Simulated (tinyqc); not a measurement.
Moments against temperature: two-sublattice mean-field magnet: ferrimagnet, compensation points and susceptibility. Computed by tinyqc, a small Python program. Command: `OMP_NUM_THREADS=1 python tinyqc.py 3019436 3019437 out.jsonl ferri walk`. One thread of a shared host (Intel(R) Xeon(R) Processor @ 2.30GHz), about 0.01 s of CPU time with the checks.

A random alloy A(1-x)B(x) with H = -sum over pairs J S_i.S_j. a = <S_A> and b = <S_B> are taken along z, a > 0. Exchange fields: h_A = (1 - x) zJ_AA a + x zJ_AB b, h_B = (1 - x) zJ_AB a + x zJ_BB b; a = S_A B_(S_A)(S_A h_A/(k_B T)) and likewise for b, with the Brillouin function B_S(y) = [(2S + 1)/(2S)] coth[(2S + 1) y/(2S)] - [1/(2S)] coth[y/(2S)].

Inputs (values chosen for the exercise, for a model ferrimagnet):
```
quantity               value  unit
spin S_A                 1.5     -
spin S_B                 3.5     -
g factor g_A             2.2     -
g factor g_B               2     -
fraction x of B sites    0.2     -
z J_AA                  48.8   meV
z J_BB                   3.1   meV
z J_AB                   -23   meV
T over T_c              0.83     -
```

Constants: k_B = 8.617333262e-05 eV/K.

Method:
- Linearised, T (a, b) = M (a, b) with M_ij = S_i (S_i + 1) c_j zJ_ij/(3 k_B), c_A = 1 - x, c_B = x. T_c is the larger eigenvalue, and its eigenvector gives b/a at onset, (T_c - M_AA)/M_AB.
- Repeat from a = S_A, b = -S_B until a and b change by less than 1e-10.
- Net moment m = (1 - x) g_A a + x g_B b in mu_B per site; net spin s = (1 - x) a + x b.

T_c = 682.346 K

Sublattices:
```
T/T_c   T (K)    a/S_A   -b/S_B  m (mu_B)
0.05    34.12  1.00000  0.99999    1.2400
0.15   102.35  0.99986  0.98985    1.2538
0.30   204.70  0.98916  0.93313    1.3050
0.45   307.06  0.94733  0.84849    1.3131
0.60   409.41  0.86601  0.73760    1.2536
0.72   491.29  0.76296  0.62418    1.1404
0.84   573.17  0.60552  0.47584    0.9324
0.92   627.76  0.44161  0.33791    0.6928
0.97   661.88  0.27553  0.20739    0.4371
```

What does the comparison show, and why?

At 0.45 T_c A keeps 0.95 and B 0.85 of saturation. |m| first rises, to 1.313 at 0.45 T_c, because the minority sublattice falls faster (type P).
